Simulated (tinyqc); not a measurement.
Worked calculation: time-domain thermoreflectance: layered heat flow under a modulated pulse train, and what the signal ratio measures. Computed by tinyqc, a small Python program that keeps every step. Command: `OMP_NUM_THREADS=1 python tinyqc.py 3111089 3111090 out.jsonl tdtr walk`. One thread of a shared host (Intel(R) Xeon(R) Processor @ 2.30GHz), about 0.3 s of CPU time with the checks. Intermediate numbers are printed to about 6 digits and carried at full precision; extremes and crossings named in words are read from the listed rows.

Pulses repeat at 80 MHz; heat is laid down at the surface, all layers are isotropic, and the film is in perfect contact with the substrate.

Inputs (values chosen for the exercise, modelled on aluminium on GaAs):
```
quantity                                value        unit
metal thickness d                          91          nm
metal conductivity                        140     W/(m K)
metal heat capacity                      2.42  MJ/(m^3 K)
boundary conductance G under the metal     80  MW/(m^2 K)
film thickness                            110          nm
film conductivity                         3.6     W/(m K)
film heat capacity                        2.2  MJ/(m^3 K)
substrate conductivity kappa             42.7     W/(m K)
substrate heat capacity C                1.73  MJ/(m^3 K)
modulation frequency f                      1         MHz
spot radius w (1/e^2, pump and probe)     7.8  micrometre
delay t                                   630          ps
```

Stack: metal, film, substrate.

## Length and time scales

Penetration depth sqrt(kappa/(pi f C)); effusivity sqrt(kappa C); cooling time of the metal d C_m/G; Kapitza length kappa/G.

penetration depth = 2.80295 micrometre

effusivity = 8594.82 W s^(1/2)/(m^2 K)

cooling time of the metal = 2752.75 ps

Kapitza length = 533.75 nm

depth over spot radius = 0.359353

The penetration depth is not small against the spot, so radial spreading in the substrate matters at f.

## Impedance at k = 0 and the modulation frequency

For radial wave number k and angular frequency W each layer has u = sqrt(4 pi^2 k^2 + i W C/kappa) and gamma = kappa u. Surface impedance from below: Z = 1/gamma for the substrate; a layer of thickness L maps Z to (Z + tanh(u L)/gamma)/(1 + gamma Z tanh(u L)); a boundary adds 1/G. Take k = 0 and W = 2 pi f.

Z of the substrate = 32.8215-32.8215i m^2 K/GW

Z at the surface = 64.9189-38.9707i m^2 K/GW

## Response at the modulation frequency

Response per absorbed watt H(W) = 2 pi int_0^(2/w) Z(k, W) exp(-pi^2 k^2 w^2) k dk by 20 Gauss-Legendre points.

H(2 pi f) = 0.340913-0.170126i K/mW

phase of H(2 pi f) = -26.5206 degrees

## Signal at one delay

Signal: X + iY = sum_(m = -M..M) H(2 pi (f + m f_r)) exp(i 2 pi m f_r t) exp(-pi (m/M)^2 x 4), f_r = 80 MHz, M = 4000, with H(-W) the complex conjugate of H(W); V_in = X, V_out = Y, ratio = -V_in/V_out.

V_in = 0.489107 K/mW

V_out = -0.169357 K/mW

ratio -V_in/V_out = 2.88803

## Ratio and sensitivities against delay

Sensitivity S = ln(ratio'/ratio)/ln(1.01) for a rise of one input by 1 %.

Ratio and sensitivities:
```
t (ps)    ratio  S to kappa     S to G     S to d    S to C     S to w  S to film conductivity
100     3.13043    0.444794  -0.034902  -0.517956  0.235456  -0.336180               -0.041460
200     3.07213    0.443012  -0.046377  -0.512910  0.233231  -0.335239               -0.046711
400     2.97893    0.439993  -0.062298  -0.477693  0.229491  -0.333564               -0.056706
800     2.82844    0.434797  -0.081789  -0.420660  0.223012  -0.330650               -0.075256
1500    2.62683    0.427240  -0.099093  -0.345971  0.213419  -0.326490               -0.102979
2500    2.41099    0.418304  -0.109343  -0.269574  0.201739  -0.321922               -0.135334
4000    2.16840    0.406648  -0.114744  -0.188355  0.185985  -0.317054               -0.175413
```

The largest sensitivity in size at 100 ps is to d (-0.52). At 400 ps an error of 3 % in d passes on as 3 % in kappa.

Checks made by the program: steady rise of a bare substrate, 1/(2 sqrt(pi) w kappa), from the same quadrature (relative difference below 1e-10).
